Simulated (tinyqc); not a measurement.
# Worked calculation: carrier lifetime of an n-type layer with SRH, radiative, Auger and surface recombination

Computed by the program tinyqc: `OMP_NUM_THREADS=1 python tinyqc.py 2300115 2300116 out.jsonl`, one thread of a shared Intel Xeon 2.30GHz, about 0.01 s for the whole run. Printed values are rounded.

Uniform excess density dn = dp (no trapping), n = n0 + dn, p = p0 + dn, Boltzmann statistics, full ionisation. Surfaces enter as a rate 2 S dn/d, which holds while diffusion to them is fast.

Inputs (values chosen for the exercise); band and dielectric values close to those of gallium arsenide:
- T = 350 K (temperature)
- Eg = 1.43 eV (band gap)
- Nc = 5.53e17 cm^-3 (conduction-band density of states at T)
- Nv = 1.14e19 cm^-3 (valence-band density of states at T)
- B = 6.87e-10 cm^3/s (radiative coefficient)
- N = 5e16 cm^-3 (donor density)
- Cn = 2.9e-30 cm^6/s (Auger coefficient (two electrons))
- Cp = 2.1e-30 cm^6/s (Auger coefficient (two holes))
- Nt = 1.7e11 cm^-3 (trap density)
- sn = 1e-17 cm^2 (capture cross-section for electrons)
- sp = 9e-14 cm^2 (capture cross-section for holes)
- vth = 1.1e7 cm/s (thermal velocity (both carriers))
- Et = 0.43 eV (trap level below the conduction band)
- S = 0 cm/s (surface recombination velocity (both faces))
- d = 100 um (sample thickness)
- G = 3e24 cm^-3 s^-1 (generation rate)

Constants: q = 1.602176634e-19 C, kB = 1.380649e-23 J/K, Vt = kB T/q. Results are converted to the units shown.

## Equilibrium densities and SRH constants

ni = sqrt(Nc Nv) exp(-Eg/(2 Vt)), Eg in volts; majority density N/2 + sqrt(N^2/4 + ni^2), n0 p0 = ni^2; n1 = Nc exp(-Et/Vt), p1 = Nv exp((Et - Eg)/Vt); tn0 = 1/(sn vth Nt), tp0 = 1/(sp vth Nt).

ni = 1.271359e8 cm^-3
n0 = 5e16 cm^-3
p0 = 0.3232706 cm^-3
n1 = 3.556294e11 cm^-3
p1 = 45450.49 cm^-3
tn0 = 0.05347594 s
tp0 = 5.941771e-6 s

## Starting value

dn = 9e17 cm^-3.

dn at the start = 9e17 cm^-3

## Iteration 1: new dn

With e = n p - ni^2 = dn (n0 + p0 + dn): U_SRH = e/(tp0 (n + n1) + tn0 (p + p1)), U_rad = B e, U_Aug = (Cn n + Cp p) e, U_s = 2 S dn/d. Newton step on ln U(ln dn) = ln G, U the sum: k = d ln U/d ln dn (central difference over factors 1.0001), dn(new) = dn (G/U)^(1/k).

U_SRH = 1.776292e19 cm^-3 s^-1
U_rad = 5.873850e26 cm^-3 s^-1
U_Aug = 3.971475e24 cm^-3 s^-1
U_s = 0 cm^-3 s^-1
k = 1.953875
dn after iteration 1 = 6.022717e16 cm^-3

## Iteration 2: new dn

As before.

U_SRH = 2.060829e18 cm^-3 s^-1
U_rad = 4.560767e24 cm^-3 s^-1
U_Aug = 2.961749e21 cm^-3 s^-1
U_s = 0 cm^-3 s^-1
k = 1.546829
dn after iteration 2 = 4.592021e16 cm^-3

## Iteration 3: new dn

As before.

U_SRH = 1.793292e18 cm^-3 s^-1
U_rad = 3.026013e24 cm^-3 s^-1
U_Aug = 1.649997e21 cm^-3 s^-1
U_s = 0 cm^-3 s^-1
k = 1.479067
dn after iteration 3 = 4.563611e16 cm^-3

## Course of the iteration

Stop when the step is below 1e-10 of the value, or after 40 iterations.

Course of the iteration:
```
iteration  dn before the step (cm^-3)  step (cm^-3)
1                                9e17      -8.40e17
2                         6.022717e16      -1.43e16
3                         4.592021e16      -2.84e14
4                         4.563611e16      -1.49e11
5                         4.563596e16         < 1e5
```

Converged in 5 iterations.

## Lifetime, shares and quasi-Fermi splitting

converged dn = 4.563596e16 cm^-3

With e = n p - ni^2 = dn (n0 + p0 + dn): U_SRH = e/(tp0 (n + n1) + tn0 (p + p1)), U_rad = B e, U_Aug = (Cn n + Cp p) e, U_s = 2 S dn/d. tau = dn/U, shares of U, splitting Vt ln(n p/ni^2), radiative efficiency U_rad/U.

tau = 1.521199e-8 s
shares (%): SRH 0.00006, radiative 99.94565, Auger 0.05429, surface 0.00000
quasi-Fermi splitting = 1.210567 V

Radiative recombination takes the largest share. dn is 0.91 times the doping: intermediate injection.
